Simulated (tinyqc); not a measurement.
Resistance of a source-drain extension with a graded tip: effect of the depth of the extension.

y runs along the channel, the gate covers y > 0. The doping is N0 for y < y0 and N0 10^(-(y - y0)/la) beyond, uniform over the depth xj. Sheet conductance s(y) = q mu(N) max(N - Nch, 0) xj + (for y > 0) ma Cox Vo, with mu(N) = u0 + (u1 - u0)/(1 + (N/Nr)^au) and Cox = eps0 eox/tox. Current is taken as one-dimensional; depletion of the tip, spreading and the contact are left out. The metallurgical junction lies at yj, where N = Nch.

R_spacer = integral of dy/s from -Ls to 0, R_ov from 0 to yj, R_channel = (Lg - 2 yj)/(ma Cox Vo), R_total = 2 R_spacer + 2 R_ov + R_channel. Electrical length L_eff = ma Cox dR_total/d(1/Vo); R_series = R_total - L_eff/(ma Cox Vo).

Values chosen for this exercise; mobility law close to that of electrons in silicon:
```
symbol   value        unit                                                                 meaning
eox        3.9              relative permittivity of the gate insulator (close to silicon dioxide)
tox        2.6          nm                                                     insulator thickness
N0      8.3e19       cm^-3                        active doping of the extension far from the gate
la         6.4   nm/decade                                                      lateral abruptness
y0          -1          nm          position under the gate where the fall begins (gate edge at 0)
Nch     2.4e18       cm^-3                                                          channel doping
Ls          14          nm                                                           spacer length
Vo        0.35           V                                                          gate overdrive
ma         130  cm^2/(V s)                                      mobility of the gate-induced layer
u1        1414  cm^2/(V s)                                                  mobility at low doping
u0        68.5  cm^2/(V s)                                                 mobility at high doping
Nr      9.2e16       cm^-3                                                        reference doping
au       0.711                                                                            exponent
Lg          60          nm                                                             gate length
```

Constants: q = 1.602176634e-19 C, eps0 = 8.8541878128e-14 F/cm where lengths are in cm. Results are converted to the units shown.

The same in every row: yj (nm) = 8.849; R_channel (ohm um) = 700.0.

Effect of the depth of the extension:
```
xj (nm)  R_spacer (ohm um)  R_ov (ohm um)  R_total (ohm um)  L_eff (nm)  R_series (ohm um)
4                    34.74          74.66             918.8       47.88              126.4
5.6                  24.81          65.18             880.0       46.83              105.0
7.7                  18.04          56.57             849.3       45.96              88.68
11                   12.63          47.56             820.4       45.13              73.54
15                   9.263          40.41             799.4       44.54              62.38
21                   6.616          33.46             780.2       44.01              51.94
29                   4.791          27.62             764.8       43.60              43.29
40                   3.474          22.59             752.2       43.29              35.83
```

As xj goes from 4 to 40, R_total falls from 919 to 752 ohm um, L_eff falls from 47.9 to 43.3 nm and R_series falls from 126 to 35.8 ohm um.

tinyqc, about 0.05 s, one thread, Intel Xeon 2.30GHz (shared host): `OMP_NUM_THREADS=1 python tinyqc.py 2282005 2282006 out.jsonl`
